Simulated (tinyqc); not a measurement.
Thermophotovoltaic cell, detailed-balance limit: two steps of the calculation.

Every photon above the gap Eg makes one pair and none below is absorbed; carriers thermalise at T and move without loss. Jsc = q F Phi(Eg, Ts); the dark current is J0 = q ge Phi(Eg, T)/ERE with the Boltzmann factor exp(V/Vt). Photons below the gap return to the emitter with reflectance Rf, and the efficiency is the electrical power over the radiant power not returned (luminescence back to the emitter is not credited).

Parameters, values chosen for the exercise: cell temperature T = 300 K; emitter temperature Ts = 1200 K; share of the hemisphere filled by the emitter F = 0.92; reflectance for photons below the gap Rf = 0.9; external radiative efficiency ERE = 1; number of faces that emit ge = 1; band gap Eg = 0.99 eV.

Constants: q = 1.602176634e-19 C, kB = 1.380649e-23 J/K, h = 6.62607015e-34 J s, c = 299792458 m/s. Results are converted to the units shown.

Task 1. Photocurrent, dark current and incident power. Photon flux above E from a black body at temperature T into a hemisphere: Phi(E, T) = A sum_k exp(-k E/th)[E^2 th/k + 2 E th^2/k^2 + 2 th^3/k^3], k = 1, 2, ..., with th = kB T/q in eV and A = 2 pi q^3/(h^3 c^2). Jsc = q F Phi(Eg, Ts), J0 = q ge Phi(Eg, T)/ERE. Pin = F sigma Ts^4, sigma = 2 pi^5 kB^4/(15 h^3 c^2). Power above the gap: Pg = F A q sum_k exp(-k Eg/th)[Eg^3 a + 3 Eg^2 a^2 + 6 Eg a^3 + 6 a^4], a = th/k at Ts; power not returned Pab = Pin - Rf (Pin - Pg).

Give: Jsc; J0; Pin; Pab.

Result 1.

Jsc = 126.35 mA/cm^2
J0 = 9.8805e-12 mA/cm^2
Pin = 10817 mW/cm^2
Pab = 1208.5 mW/cm^2

Task 2. Maximum power point by substitution. v = Vmp/Vt solves (1 + v) exp(v) = 1 + Jsc/J0; v(new) = ln[(1 + Jsc/J0)/(1 + v)].

v after iteration 1 = 30.179527
Jsc = 126.35202 mA/cm^2
J0 = 9.8805275e-12 mA/cm^2

Give: v after iteration 2.

Result 2.

v after iteration 2 = 26.74

Computed by the program tinyqc: `OMP_NUM_THREADS=1 python tinyqc.py 2820124 2820125 out.jsonl`, one thread of a shared Intel Xeon 2.30GHz, about 0.01 s for the whole run.
